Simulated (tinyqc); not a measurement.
Inside a calculation: buckled dimers of a reconstructed (001) surface, two dangling bonds a dimer. Values are carried at full precision from step to step, so a last printed digit may differ when a step is redone from the rounded ones.

In a dimer one atom moves up by z and the other down by z; the dangling bond of the up atom (more s-like) falls by gm z and that of the down atom rises by gm z. With all dimers tilted alike: H(k) = [[-gm z - 2 ta cos k, -tp - 2 tx cos k], [., gm z - 2 ta cos k]], k along the row in 1/a. Two electrons a dimer fill the lowest N of the 2N levels on the mesh k_j = (j + 1/2) pi/N. Total energy a dimer: W(z) = (2/N) sum of the filled levels + kf z^2. Repulsion between electrons is left out.

Constants: kB = 8.617333262e-05 eV/K.

Inputs chosen for the exercise (of the size met on Si(001); not measured data):
- tp = 0.35 eV (pi coupling inside a dimer)
- ta = 0.13 eV (coupling between like atoms along the row)
- tx = 0.04 eV (diagonal coupling along the row)
- gm = 1.88 eV/angstrom (shift of a dangling bond with height)
- z = 0.37 angstrom (a trial buckling)
- k = 0.69 pi/a (wave vector along the row)
- kf = 5.6 eV/angstrom^2 (force constant of buckling)
- N = 12 (k points)

## One k point at the trial buckling

Form H, its levels and the weight of the lower one on the up atom, (1 + gm z/sqrt((gm z)^2 + h^2))/2 with h the off-diagonal element; k is given in pi/a.

H (eV):
```
           up     down
up    -0.5495  -0.3050
down  -0.3050   0.8417
```

levels (eV): -0.6134  0.9057

weight on the up atom = 0.9579

## The bands on the mesh

Both levels at each k_j for the trial z, and W(z).

Levels (eV):

| j | k (pi/a) | lower | upper |
|---|---|---|---|
| 0 | 0.0417 | -1.0752 | 0.5596 |
| 1 | 0.1250 | -1.0548 | 0.5744 |
| 2 | 0.2083 | -1.0155 | 0.6029 |
| 3 | 0.2917 | -0.9600 | 0.6435 |
| 4 | 0.3750 | -0.8924 | 0.6934 |
| 5 | 0.4583 | -0.8174 | 0.7495 |
| 6 | 0.5417 | -0.7401 | 0.8080 |
| 7 | 0.6250 | -0.6659 | 0.8649 |
| 8 | 0.7083 | -0.5998 | 0.9163 |
| 9 | 0.7917 | -0.5460 | 0.9586 |
| 10 | 0.8750 | -0.5082 | 0.9886 |
| 11 | 0.9583 | -0.4886 | 1.0042 |

band energy = -1.5607 eV
elastic energy = 0.7666 eV
W = -0.7940 eV

The lower band is full and the upper empty.

## An isolated dimer

For ta = tx = 0, W = -2 sqrt(tp^2 + (gm z)^2) + kf z^2. It buckles if gm^2/kf > tp; then sqrt(tp^2 + (gm z)^2) = gm^2/kf, the gap is twice that, and the gain is (gm^2/kf - tp)^2 kf/gm^2.

gm^2/kf = 0.6311 eV
buckling z = 0.2794 angstrom
gap = 1.2623 eV
gain = 0.1252 eV

The pi bond is too weak to resist: the dimer tilts and charge moves to the up atom.

## The row at its minimum

Minimise W over z from 0 to 1 angstrom. Gap: lowest upper level less highest lower level on 201 points from 0 to pi (negative: overlap). Charge moved to the up atom: the mean of gm z/sqrt((gm z)^2 + h^2) over the mesh, valid for a full lower band.

z = 0.2792 angstrom
gain over flat dimers = 0.1288 eV

gap (eV): flat 0.1800, at the minimum 0.7489

charge moved = 0.832 e

With these values the flat row already has a gap and buckling widens it; fuller one-electron models of Si(001) and Ge(001) find the flat dimers metallic. Per dimer, the gain is also the barrier for flipping the whole row together in this picture, 5.0 kT at 300 K.

## Checks

- Buckling of an isolated dimer from the formula against numerical minimisation: both 0.2794.

Program tinyqc; command `OMP_NUM_THREADS=1 python tinyqc.py 1480492 1480493 out.jsonl`; about 0.03 s on one thread of a shared Intel(R) Xeon(R) Processor @ 2.30GHz.
